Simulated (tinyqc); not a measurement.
Leakage through a gate insulator: direct, Fowler-Nordheim, trap-assisted and Poole-Frenkel currents: one step, computed by the program tinyqc.

Electrons enter from the cathode Fermi level at x = 0; the conduction band of the insulator lies phi_b - e F x above it, F = V/t. WKB exponents use a parabolic band with mass m.

Problem. One trap at several depths. For a level a distance phi(x) below the band, the WKB exponent is 2 int kappa dx with kappa = sqrt(m phi/(hbar^2/2m_0)); for a linear barrier from phi_1 down to phi_2 = max(phi_1 - e F d, 0) it is G = (4/3) sqrt(m/(hbar^2/2m_0)) (phi_1^(3/2) - phi_2^(3/2))/(e F). A trap at depth x lies phi_t below the band. Capture: tunnel at the cathode Fermi level from 0 to x (G_in from phi_1 = phi_b), rate nu_0 exp(-G_in - E_c/k_B T) with E_c = E_a + max(phi_b - phi_t - e F x, 0), the last term being the height of the trap above the cathode Fermi level. Emission: tunnel from the trap level to the anode (G_out from phi_1 = phi_t over t - x), rate nu_0 exp(-G_out - E_a/k_B T). Re-emission to the cathode follows from detailed balance, rate_back = rate_in exp(dE/k_B T) with dE = phi_b - phi_t - e F x. Each trap passes R = rate_in rate_out/(rate_in + rate_back + rate_out) electrons per second; filling from the anode is left out. Depths: t times 0.08, 0.2, 0.32, 0.44, 0.56, 0.68, 0.8 and 0.92, rounded to 0.01 nm.

Inputs (values chosen for the exercise, with an insulator like Si3N4):
```
quantity                        value  unit
thickness t                       3.7    nm
barrier phi_b                    2.18    eV
tunnelling mass m                0.41   m_0
voltage across the insulator V    2.3     V
trap depth phi_t                  1.8    eV
attempt rate nu_0               9e+13   1/s
activation of capture E_a        0.32    eV
temperature T                     250     K
```

Constants: k_B = 8.617333262e-05 eV/K; hbar^2/(2 m_0) = 3.80998212 eV angstrom^2.

Give: Rates.

Solution.

Rates:
```
x (nm)    G_in   G_out  E_c (eV)  rate in (1/s)  rate back (1/s)  rate out (1/s)     R (1/s)
0.30     2.843  16.992   0.51351     2.3311e+02       1.8562e+06      1.3294e+00  1.6694e-04
0.74     6.776  16.992   0.32000     3.6363e+04       8.8701e+02      1.3294e+00  1.2977e+00
1.18    10.407  16.198   0.32000     9.6304e+02       7.1965e-05      2.9410e+00  2.9320e+00
1.63    13.780  14.405   0.32000     3.3013e+01       5.6632e-12      1.7671e+01  1.1510e+01
2.07    16.708  12.082   0.32000     1.7670e+00       9.2861e-19      1.8037e+02  1.7499e+00
2.52    19.267   9.243   0.32000     1.3675e-01       1.6498e-25      3.0850e+03  1.3675e-01
2.96    21.253   6.078   0.32000     1.8763e-02       6.9341e-32      7.3070e+04  1.8763e-02
3.40    22.527   2.571   0.32000     5.2464e-03       5.9397e-38      2.4363e+06  5.2464e-03
```

The most effective of these traps sits at 1.63 nm, 44 % of the way; where rate back exceeds rate out, re-emission drains the trap, and elsewhere the slower forward step limits R; the best depth is near where rate in and rate out cross.
